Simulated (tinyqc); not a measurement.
Solubility, supersaturation, precipitation and gettering of an impurity in a silicon-like host. Inputs raised by 10 %, one at a time. Computed by tinyqc, a small Python program. Command: `OMP_NUM_THREADS=1 python tinyqc.py 3016216 3016217 out.jsonl ripen sens`. One thread of a shared host (Intel(R) Xeon(R) Processor @ 2.30GHz), about 0.01 s of CPU time with the checks.

The wafer was saturated at T1 and is then held at T.

Inputs (values chosen for the exercise, modelled on chromium in silicon):

| quantity | value | unit |
|---|---|---|
| site density N0 | 5e+22 | 1/cm^3 |
| enthalpy of solution H | 2.85 | eV |
| entropy of solution S | 4.7 | k_B |
| diffusion prefactor D0 | 0.00067 | cm^2/s |
| migration energy Q | 0.811 | eV |
| temperature of saturation T1 | 1325 | K |
| anneal temperature T | 849 | K |
| sink density n | 1.6e+07 | 1/cm^3 |
| initial sink radius r0 | 21 | nm |
| impurity density in the precipitate C_p | 2.5e+22 | 1/cm^3 |
| interface energy gamma | 0.77 | J/m^2 |
| anneal time t | 72000 | s |
| wafer thickness w | 775 | micrometre |
| segregation energy E_g | 0.67 | eV |
| segregation prefactor k_0 | 0.019 | - |
| getter layer thickness t_g | 3.9 | micrometre |

Gettering: segregation gettering in a layer.

Constants: k_B = 8.617333262e-05 eV/K; k_B = 1.380649e-23 J/K.

Method:
- C_eq(T) = N0 exp(S/k_B - H/(k_B T)); D(T) = D0 exp(-Q/(k_B T)); C0 = C_eq(T1). Supersaturation s = C0/C_eq(T); critical radius r* = 2 gamma/(C_p k_B T ln s); barrier W* = (4 pi/3) gamma r*^2. Strain energy is left out.
- tau0 = 1/(4 pi n r0 D); C_fixed(t) = C_eq + (C0 - C_eq) exp(-t/tau0). If all excess precipitates, the final radius is r_f = [r0^3 + 3 (C0 - C_eq)/(4 pi n C_p)]^(1/3), with tau_f = 1/(4 pi n r_f D).
- Growing sinks: with y = r/r_f and y0 = r0/r_f, dy/dt = (1 - y^3)/(3 tau_f y), which integrates to t/tau_f = F(y) - F(y0), F(y) = (1/2) ln[(1 + y + y^2)/(1 - y)^2] - sqrt(3) arctan[(2y + 1)/sqrt(3)]; the share of the excess left is (1 - y^3)/(1 - y0^3), and C(t) = C_eq + (C0 - C_eq) x share.
- k = k_0 exp(E_g/(k_B T)); in equilibrium the bulk keeps C/C0 = 1/(1 + k t_g/w). For a strong sink on one face the slowest diffusion mode has tau_w = 4 w^2/(pi^2 D), and C/C0 is estimated as c_eq + (1 - c_eq)(8/pi^2) sum over odd m up to 99 of exp(-m^2 t/tau_w)/m^2. Precipitation is left out here.

Runs:

| input moved | from | to | supersaturation s | tau_f (s) | mean C/C0 at t | radius at t (nm) |
|---|---|---|---|---|---|---|
| base run | - | - | 1.1959e+06 | 1.2600e+05 | 0.81161 | 28.918 |
| entropy of solution S (k_B) | 4.7 | 5.17 | 1.1959e+06 | 1.1003e+05 | 0.81161 | 32.657 |
| diffusion prefactor D0 (cm^2/s) | 0.00067 | 0.000737 | 1.1959e+06 | 1.1455e+05 | 0.80242 | 29.458 |
| temperature of saturation T1 (K) | 1325 | 1457.5 | 1.1566e+07 | 6.2350e+04 | 0.81161 | 62.188 |
| initial sink radius r0 (nm) | 21 | 23.1 | 1.1959e+06 | 1.2381e+05 | 0.81161 | 30.394 |
| impurity density in the precipitate C_p (1/cm^3) | 2.5e+22 | 2.75e+22 | 1.1959e+06 | 1.2937e+05 | 0.81161 | 28.301 |
| getter layer thickness t_g (micrometre) | 3.9 | 4.29 | 1.1959e+06 | 1.2600e+05 | 0.80218 | 28.918 |
| wafer thickness w (micrometre) | 775 | 852.5 | 1.1959e+06 | 1.2600e+05 | 0.83726 | 28.918 |

Exponents ln(y'/y) / ln(x'/x):

| input | supersaturation s | tau_f | mean C/C0 at t | radius at t |
|---|---|---|---|---|
| entropy of solution S | 0.000 | -1.423 | 0.000 | 1.276 |
| diffusion prefactor D0 | 0.000 | -1.000 | -0.119 | 0.194 |
| temperature of saturation T1 | 23.808 | -7.382 | 0.000 | 8.034 |
| initial sink radius r0 | 0.000 | -0.184 | 0.000 | 0.522 |
| impurity density in the precipitate C_p | 0.000 | 0.277 | 0.000 | -0.226 |
| getter layer thickness t_g | 0.000 | 0.000 | -0.123 | 0.000 |
| wafer thickness w | 0.000 | 0.000 | 0.327 | 0.000 |

Among the inputs moved here: supersaturation s answers most in size to temperature of saturation T1 (exponent +23.808); its exponent is below 0.0005 for entropy of solution S, diffusion prefactor D0, initial sink radius r0, impurity density in the precipitate C_p, getter layer thickness t_g, wafer thickness w. tau_f answers most in size to temperature of saturation T1 (exponent -7.382), next to entropy of solution S (-1.423); its exponent is below 0.0005 for getter layer thickness t_g, wafer thickness w. Its exponent -1.000 in diffusion prefactor D0: diffusion-limited capture. Mean C/C0 at t answers most in size to wafer thickness w (exponent +0.327), next to getter layer thickness t_g (-0.123); its exponent is below 0.0005 for entropy of solution S, temperature of saturation T1, initial sink radius r0, impurity density in the precipitate C_p. Radius at t answers most in size to temperature of saturation T1 (exponent +8.034), next to entropy of solution S (+1.276); its exponent is below 0.0005 for getter layer thickness t_g, wafer thickness w.

Caution (rows temperature of saturation T1, impurity density in the precipitate C_p): the barrier to homogeneous nucleation is below 35 k_B T for these inputs, so new precipitates would form and outnumber the fixed sinks assumed here.
